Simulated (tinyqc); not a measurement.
Non-radiative capture by multiphonon emission, one effective mode: one step, computed by the program tinyqc. Command: `OMP_NUM_THREADS=1 python tinyqc.py 3028170 3028171 out.jsonl capture walk`. One thread of a shared host (Intel(R) Xeon(R) Processor @ 2.30GHz), about 0.02 s of CPU time with the checks.

The initial state (free carrier plus empty centre) lies dE above the final state; both have the same frequency and are displaced by dQ.

Task: Scaled coefficient, cross-section and lifetime. Sommerfeld factor of a repulsive centre: s(k) = 2 pi nu/(exp(2 pi nu) - 1), nu = sqrt(Ry*/E), Ry* = Ry m/eps^2, averaged over (2/sqrt(pi)) sqrt(x) exp(-x) dx with x = E/k_B T = t^2 (trapezoid, t to 6 in steps of 0.01). C = s C_0; v = sqrt(3 k_B T/m); sigma = C/v; tau = 1/(C N_t).

Inputs (values chosen for the exercise, with mass, screening and phonons like those of beta-Ga2O3):

| quantity | value | unit |
|---|---|---|
| carrier mass m | 3.09 | m_0 |
| dielectric constant eps | 10.5 | - |
| temperature T | 200 | K |
| defect density N_t | 3e+15 | cm^-3 |

Centre: repulsive.

C_0 = 4.024903e-09 cm^3/s

Constants: Ry = 13.605693123 eV; k_B = 8.617333262e-05 eV/K; k_B = 1.380649e-23 J/K; m_0 = 9.1093837015e-31 kg.

Give: Sommerfeld factor s; capture coefficient C; thermal velocity v; cross-section sigma; capture time.

Result:

Sommerfeld factor s = 2.443e-06

capture coefficient C = 9.833e-15 cm^3/s

thermal velocity v = 5.425e+06 cm/s

cross-section sigma = 1.813e-21 cm^2

capture time = 0.03390 s

Caution: the effective Bohr radius is under 10 angstrom, so the effective-mass Sommerfeld factor is rough.
